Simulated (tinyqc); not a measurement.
Free and trapped electrons in a MOS channel with a dense trap tail: two steps of the calculation.

p-type body, charge-sheet picture, full ionisation (an idealisation for deep acceptors), Boltzmann statistics for free electrons. e = Ec - EF at the surface. Acceptor-like traps of density D(E) = D0 + De exp(-E/Ew) at depth E below Ec, from 0 to Eu, hold n_t = integral of D(E)/(1 + exp((e - E)/Vt)). psi = Eg - Vt ln(Nv/Na) - e; N_dep = sqrt(2 eps0 eps_r Na (psi - Vt)/q); n_f = sqrt(N_dep^2 + 2 eps0 eps_r Vt Nc exp(-e/Vt)/q) - N_dep; Vg = Vfb + psi + q (N_dep + n_t + n_f)/Cox, Cox = eps0 eox/tox.

Parameters, values chosen for the exercise; band and dielectric values close to those of 4H silicon carbide:
- T = 400 K (temperature)
- Eg = 3.26 eV (band gap)
- eps_r = 9.74 (relative permittivity)
- Nc = 2.57e19 cm^-3 (conduction-band density of states at T)
- Nv = 3.85e19 cm^-3 (valence-band density of states at T)
- eox = 3.9 (relative permittivity of the insulator)
- tox = 31 nm (insulator thickness)
- Na = 1.2e16 cm^-3 (acceptor density)
- Vfb = -2.64 V (flat-band voltage without trapped charge)
- D0 = 2.5e11 cm^-2 eV^-1 (constant background density of acceptor-like traps)
- De = 7.2e13 cm^-2 eV^-1 (density of the tail at the conduction edge)
- Ew = 0.09 eV (decay energy of the tail)
- Eu = 0.82 eV (depth below Ec down to which the traps reach)
- mf = 62 cm^2/(V s) (mobility of free electrons)
- e = 0.208 eV (Ec - EF at the surface)

Constants: q = 1.602176634e-19 C, kB = 1.380649e-23 J/K, Vt = kB T/q, eps0 = 8.8541878128e-14 F/cm where lengths are in cm. Results are converted to the units shown.

Question 1. Trapped charge. Trapezoid rule on 14 equal steps from 0 to Eu, f = 1/(1 + exp((e - E)/Vt)).

Wanted: E; D(E) f; n_t.

Answer 1.

```
point   E (eV)  D(E) f (cm^-2 eV^-1)
0            0              1.726e11
1      0.05857              4.889e11
2       0.1171              1.327e12
3       0.1757              2.948e12
4       0.2343              3.806e12
5       0.2929              2.793e12
6       0.3514              1.674e12
7       0.4100              1.004e12
8       0.4686              6.443e11
9       0.5271              4.558e11
10      0.5857              3.574e11
11      0.6443              3.060e11
12      0.7029              2.792e11
13      0.7614              2.652e11
14      0.8200              2.580e11
```

n_t = 9.701e11 cm^-2

Question 2. Charges and gate voltage. psi, N_dep, n_f and Vg as defined, with the n_t given; free share n_f/(n_f + n_t); apparent mobility mf n_f/(n_f + n_t); gate voltage spent on traps q n_t/Cox.

n_t = 9.7012495e11 cm^-2

Give: psi; N_dep; n_f; Vg; free share; apparent mobility; gate voltage spent on traps.

Answer 2.

psi = 2.7737 V
N_dep = 5.9487e11 cm^-2
n_f = 1.8898e10 cm^-2
Vg = 2.4119 V
free share = 1.9108 %
apparent mobility = 1.1847 cm^2/(V s)
gate voltage spent on traps = 1.3954 V

Numbers from tinyqc (`OMP_NUM_THREADS=1 python tinyqc.py 2222174 2222175 out.jsonl`; about 0.03 s on one thread of a shared Intel Xeon 2.30GHz).
